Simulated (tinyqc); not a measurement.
Biaxially strained (001) channel, valley splitting in an inversion layer: two steps of the calculation.

A thin layer grown on a relaxed buffer is stretched in the plane. The two valleys with their long axis along the growth direction (D2) sink against the four in-plane ones (D4); confinement in a triangular well splits them too. Only the lowest subband of each set is kept; one relaxation time, so the weakening of intervalley scattering is left out.

Parameters, values chosen for the exercise; values close to those of silicon on relaxed silicon-germanium: temperature T = 300 K; germanium share of the relaxed buffer x = 0.3; lattice mismatch per unit x b1 = 0.0418; elastic constant c11 = 169 GPa; elastic constant c12 = 62.6 GPa; shear deformation potential Xu = 8.94 eV; longitudinal mass ml = 0.922 m0; transverse mass mt = 0.189 m0; confining field F = 1.08 MV/cm.

Constants: q = 1.602176634e-19 C, kB = 1.380649e-23 J/K, hbar = 1.054571817e-34 J s, m0 = 9.1093837015e-31 kg, hbar^2/(2 m0) = 0.0380998212 eV nm^2. Results are converted to the units shown.

Question 1. Strain, stress and splitting. e_par = b1 x, e_perp = -2 (c12/c11) e_par, splitting D = Xu (e_par - e_perp), in-plane stress (c11 + c12 - 2 c12^2/c11) e_par.

Give: e_par; e_perp; D; stress.

Answer 1.

e_par = 1.254 %
e_perp = -0.9290 %
D = 195.2 meV
stress = 2.323 GPa

Question 2. Subband edges and densities of states. Levels E(m) = 2.33811 (hbar^2 q^2 F^2/(2 m))^(1/3): E2 = E(ml), E4 = E(mt) + D; N2 = 2 mt kB T/(pi hbar^2), N4 = 4 sqrt(mt ml) kB T/(pi hbar^2).

D = 195.16009 meV

Give: E2; E4; N2; N4.

Answer 2.

E2 = 0.1833 eV
E4 = 0.5061 eV
N2 = 4.082e12 cm^-2
N4 = 1.803e13 cm^-2

Of the gap E4 - E2 = 323 meV, confinement gives 128 meV.

tinyqc, about 0.01 s, one thread, Intel Xeon 2.30GHz (shared host): `OMP_NUM_THREADS=1 python tinyqc.py 2530019 2530020 out.jsonl`
